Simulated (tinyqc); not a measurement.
# Changing the nearest-neighbour distance d

Model: rigid-ion and shell models of the dielectric response of an ionic crystal. Computed by tinyqc, a small Python program. Command: `OMP_NUM_THREADS=1 python tinyqc.py 3006394 3006395 out.jsonl shell sweep`. One thread of a shared host (Intel(R) Xeon(R) Processor @ 2.30GHz), about 0.01 s of CPU time with the checks.

Charges +Z and -Z; 6 nearest neighbours, Madelung constant M = 1.747565, volume per ion pair Omega = 2.000000 d^3. Energy per pair U = -M Z^2 e2/d + 6 A exp(-d/rho), e2 = e^2/(4 pi eps_0). In the shell model the anion is a core of charge Y - Z and a massless shell of charge -Y, joined by the spring k; the repulsion acts on the shell. Each ion feels the Lorentz field E + (4 pi/3) P (Gaussian units).

Inputs (values chosen for the exercise, for a model crystal):

| quantity | value | unit |
|---|---|---|
| ionic charge Z | 1.2 | e |
| hardness d/rho | 9.87 | - |
| cation mass | 108 | u |
| anion mass | 14.007 | u |
| shell charge size Y | 2.99 | e |
| core-shell spring k | 151 | eV/angstrom^2 |
| cation polarisability alpha_+ | 0.43 | angstrom^3 |

Structure: rock salt.

Constants: e^2/(4 pi eps_0) = 14.39964548 eV angstrom; 1 eV/angstrom^3 = 160.2176634 GPa; nu for 1 eV/(angstrom^2 u) = 15.6333042 THz; 1 THz = 33.35640952 1/cm.

Method:
- Zero pressure fixes 6 A exp(-d/rho) = M Z^2 e2 rho/d^2. Then U = -(M Z^2 e2/d)(1 - rho/d), B = M Z^2 e2 (d/rho - 2)/(9 Omega d), and the spring of one sublattice against the other is R = (1/3) x (Laplacian of the repulsion summed over neighbours) = M Z^2 e2 (d/rho - 2)/(3 d^3), so R = 3 B Omega/d^2.
- Eliminating the shell gives the anion polarisability alpha_- = Y^2 e2/(k + R), the Szigeti charge Z_S = Z - Y R/(k + R) and the softened spring R' = k R/(k + R). With b = 4 pi (alpha_+ + alpha_-)/(3 Omega): eps_inf = (1 + 2b)/(1 - b) (Clausius-Mossotti); Born charge Z* = Z_S (eps_inf + 2)/3.
- mu lambda_TO = R' - (4 pi e2/(3 Omega)) Z_S^2/(1 - b); mu lambda_LO = mu lambda_TO + 4 pi e2 Z*^2/(eps_inf Omega); eps_s = eps_inf lambda_LO/lambda_TO.
- lambda in eV/(angstrom^2 u) gives the wavenumber 15.6333042 x 33.35640952 x sqrt(lambda); mu is the reduced mass.

One run for each value:

| nearest-neighbour distance d (angstrom) | eps_s | eps_inf | omega_TO (1/cm) | bulk modulus B (GPa) |
|---|---|---|---|---|
| 1.87 | 7.7539 | 2.8924 | 381.93 | 207.58 |
| 1.98 | 6.7034 | 2.4695 | 357.19 | 165.16 |
| 2.09 | 6.0127 | 2.1760 | 333.68 | 133.04 |
| 2.20 | 5.5287 | 1.9625 | 311.93 | 108.36 |
| 2.31 | 5.1741 | 1.8017 | 292.02 | 89.15 |
| 2.42 | 4.9052 | 1.6773 | 273.87 | 74.01 |
| 2.53 | 4.6961 | 1.5789 | 257.36 | 61.96 |
| 2.64 | 4.5299 | 1.4997 | 242.32 | 52.26 |
| 2.75 | 4.3955 | 1.4350 | 228.61 | 44.38 |

Over the rows, eps_s falls from 7.75 to 4.40 (exponent d ln y / d ln x -2.5 between the first rows and -0.74 between the last); eps_inf falls from 2.89 to 1.44 (exponent d ln y / d ln x -2.8 between the first rows and -1.1 between the last); omega_TO (1/cm) falls from 382 to 229 (exponent d ln y / d ln x -1.2 between the first rows and -1.4 between the last). The exponent of bulk modulus B stays at -4: B is an energy ~ 1/d over a volume ~ d^3. d/rho, k and the cation polarisability are held fixed, so each row is a different crystal at zero pressure, not one crystal under strain.
